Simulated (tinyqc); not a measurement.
Modulation-doped quantum well, Poisson-Schroedinger loop: two steps of the calculation.

A well of width L centred at z = 0 between barriers Vb; effective-mass electrons, parabolic bands. The electrons come from donor sheets outside the mesh, a share fL of Ns on the left and the rest on the right, so the structure is neutral. Energies are counted from the band edge of the well, with U = 0 on the first node in the Hartree part.

Inputs (values chosen for the exercise); material values those of a made-up well: temperature T = 150 K; in-plane mass md = 0.0797 m0; relative permittivity (all layers) eps_r = 14.7; sheet density of electrons Ns = 2.7e11 cm^-2; share of the donors on the left side fL = 0; mixing factor a = 0.5.

Constants: q = 1.602176634e-19 C, kB = 1.380649e-23 J/K, hbar = 1.054571817e-34 J s, m0 = 9.1093837015e-31 kg, Vt = kB T/q, eps0 = 8.8541878128e-14 F/cm where lengths are in cm. Results are converted to the units shown.

Task 1. Fermi level and occupations. Level k holds N_k = D_k Vt ln(1 + exp((EF - E_k)/Vt)) with D = md m0 q/(pi hbar^2) per eV (spin included); EF is fixed by sum N_k = Ns.

levels (eV): E1 0.03402065, E2 0.12375402

Wanted: EF; N_k.

Result 1.

EF = 0.032238 eV
N_k (cm^-2): E1 2.6964e11, E2 3.6210e8

Task 2. Density, output potential and mixing. n_i = sum_k N_k |psi_k|^2 (converted to cm^-3). Hartree part by Gauss: on the interval after node i the enclosed sheet charge is S_i = fL Ns - hz sum_(j<=i) n_j, and U_(i+1) = U_i + q S_i hz/(eps0 eps_r) in eV, U_1 = 0. Mixing: U(new) = U + a (U(out) - U).

| node | z (nm) | self-consistent potential U at the start (eV) | \|psi\|^2 of E1 (1/nm) | \|psi\|^2 of E2 (1/nm) |
|---|---|---|---|---|
| 1 | -8.8 | 0 | 0.00015105 | 0.00238298 |
| 2 | -7.7 | 0 | 0.00079220 | 0.00996057 |
| 3 | -6.6 | 0 | 0.00272150 | 0.02409581 |
| 4 | -5.5 | 0 | 0.00834032 | 0.04733131 |
| 5 | -4.4 | 0 | 0.02464235 | 0.08384663 |
| 6 | -3.3 | 0 | 0.06877109 | 0.13683829 |
| 7 | -2.2 | 0 | 0.11543337 | 0.11141752 |
| 8 | -1.1 | 0 | 0.15132215 | 0.03867235 |
| 9 | 0 | 0 | 0.16474283 | 0.00000000 |
| 10 | 1.1 | 0 | 0.15132215 | 0.03867235 |
| 11 | 2.2 | 0 | 0.11543337 | 0.11141752 |
| 12 | 3.3 | 0 | 0.06877109 | 0.13683829 |
| 13 | 4.4 | 0 | 0.02464235 | 0.08384663 |
| 14 | 5.5 | 0 | 0.00834032 | 0.04733131 |
| 15 | 6.6 | 0 | 0.00272150 | 0.02409581 |
| 16 | 7.7 | 0 | 0.00079220 | 0.00996057 |
| 17 | 8.8 | 0 | 0.00015105 | 0.00238298 |

N_k (cm^-2): E1 2.6963790e11, E2 3.6209761e8

Find: n; U(out); U after round 1.

Result 2.

| node | n (1e17 cm^-3) | U(out) (eV) | U after round 1 (eV) |
|---|---|---|---|
| 1 | 0.0042 | 0.000000 | 0.000000 |
| 2 | 0.0217 | -0.000001 | 0.000000 |
| 3 | 0.0743 | -0.000004 | -0.000002 |
| 4 | 0.2266 | -0.000019 | -0.000010 |
| 5 | 0.6675 | -0.000068 | -0.000034 |
| 6 | 1.8593 | -0.000216 | -0.000108 |
| 7 | 3.1166 | -0.000641 | -0.000321 |
| 8 | 4.0816 | -0.001530 | -0.000765 |
| 9 | 4.4421 | -0.003028 | -0.001514 |
| 10 | 4.0816 | -0.005186 | -0.002593 |
| 11 | 3.1166 | -0.007953 | -0.003977 |
| 12 | 1.8593 | -0.011184 | -0.005592 |
| 13 | 0.6675 | -0.014692 | -0.007346 |
| 14 | 0.2266 | -0.018299 | -0.009150 |
| 15 | 0.0743 | -0.021940 | -0.010970 |
| 16 | 0.0217 | -0.025592 | -0.012796 |
| 17 | 0.0042 | -0.029248 | -0.014624 |

Numbers from tinyqc (`OMP_NUM_THREADS=1 python tinyqc.py 2140061 2140062 out.jsonl`; about 0.2 s on one thread of a shared Intel Xeon 2.30GHz).
